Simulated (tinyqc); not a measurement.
One-electron ion in a basis of Gaussians, step by step. Computed by tinyqc, a small Python program that keeps every step. Settings: Z = 1, l = 2. Command: `OMP_NUM_THREADS=1 python tinyqc.py 25995 25996 out.jsonl` (the two numbers bound the seeds that draw the settings). One thread of a shared host (Intel(R) Xeon(R) Processor @ 2.60GHz), about 0.01 s of CPU time with the checks.

## Matrices over normalised Gaussians

exponents of r^l exp(-a r^2) (1/bohr^2): [0.0015, 0.0038, 0.0094, 0.0235, 0.0585]

Z = 1

l = 2

With p = a_i + a_j and I(k) = Gamma((k+1)/2) / (2 p^((k+1)/2)): S = I(2l+2), T = (2l+3) a_i a_j S / p, V = -Z I(2l+1), each divided by sqrt(S_ii S_jj).

S:
$$\begin{pmatrix}
1.0000 & 0.7038 & 0.2759 & 0.0759 & 0.0175 \\
0.7038 & 1.0000 & 0.7037 & 0.2759 & 0.0759 \\
0.2759 & 0.7037 & 1.0000 & 0.7037 & 0.2759 \\
0.0759 & 0.2759 & 0.7037 & 1.0000 & 0.7037 \\
0.0175 & 0.0759 & 0.2759 & 0.7037 & 1.0000
\end{pmatrix}$$

T (hartree):
$$\begin{pmatrix}
0.0053 & 0.0054 & 0.0025 & 0.0008 & 0.0002 \\
0.0054 & 0.0133 & 0.0133 & 0.0063 & 0.0019 \\
0.0025 & 0.0133 & 0.0331 & 0.0332 & 0.0157 \\
0.0008 & 0.0063 & 0.0332 & 0.0823 & 0.0826 \\
0.0002 & 0.0019 & 0.0157 & 0.0826 & 0.2046
\end{pmatrix}$$

V (hartree):
$$\begin{pmatrix}
-0.0333 & -0.0309 & -0.0174 & -0.0072 & -0.0026 \\
-0.0309 & -0.0525 & -0.0487 & -0.0274 & -0.0114 \\
-0.0174 & -0.0487 & -0.0827 & -0.0769 & -0.0433 \\
-0.0072 & -0.0274 & -0.0769 & -0.1305 & -0.1212 \\
-0.0026 & -0.0114 & -0.0433 & -0.1212 & -0.2058
\end{pmatrix}$$

## Generalised eigenproblem

H = T + V (hartree):
$$\begin{pmatrix}
-0.0279 & -0.0255 & -0.0149 & -0.0065 & -0.0024 \\
-0.0255 & -0.0392 & -0.0354 & -0.0211 & -0.0095 \\
-0.0149 & -0.0354 & -0.0497 & -0.0437 & -0.0276 \\
-0.0065 & -0.0211 & -0.0437 & -0.0482 & -0.0387 \\
-0.0024 & -0.0095 & -0.0276 & -0.0387 & -0.0012
\end{pmatrix}$$

Solve H C = S C e through S^(-1/2); each column has its largest component positive (the first on a tie).

eigenvalues of S: [0.0566, 0.2123, 0.6380, 1.4943, 2.5988]

eigenvalues (hartree): [-0.0555, -0.0312, -0.0199, -0.0014, 0.0921]

coefficients:
$$\begin{pmatrix}
0.0011 & 0.1374 & 1.3896 & 0.8052 & -0.2523 \\
0.0607 & 0.9809 & -1.1015 & -1.8518 & 0.7404 \\
0.5628 & -0.2234 & -0.0161 & 2.2129 & -1.4457 \\
0.4048 & -0.3664 & 0.3142 & -1.1856 & 2.0865 \\
0.1304 & -0.1038 & 0.0774 & -0.1512 & -1.6138
\end{pmatrix}$$

For Z = 1 and l = 2 the exact lowest level is -Z^2/(2 n^2) with n = l + 1: -0.055556 hartree.
